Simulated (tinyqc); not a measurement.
Vibrations of a mass or spring defect in a linear chain: one step, computed by the program tinyqc. Command: `OMP_NUM_THREADS=1 python tinyqc.py 3000697 3000698 out.jsonl localmode walk`. One thread of a shared host (Intel(R) Xeon(R) Processor @ 2.30GHz), about 0.01 s of CPU time with the checks.

A ring of N atoms with nearest-neighbour springs k and motion along the chain. Atom 1 is the defect, of mass M', and its two springs are k'. All other atoms have the mass M.

Problem. Closed form for a light mass defect. With eps = 1 - M'/M and unchanged springs, the Green-function condition of the infinite chain gives nu = nu_max/sqrt(1 - eps^2), with nu_max the upper band edge, and the displacement alternates in sign and falls by (1 - eps)/(1 + eps) an atom.

Inputs (values chosen for the exercise, for a model chain): host mass M = 54.6 u; defect mass M' = 3.52 u.

Host: monatomic.

band edges (THz): 0.000000  6.623194

Give: eps; local-mode frequency; decay factor per atom.

Solution.

eps = 0.9355

local-mode frequency = 18.75 THz

decay factor per atom = 0.03331
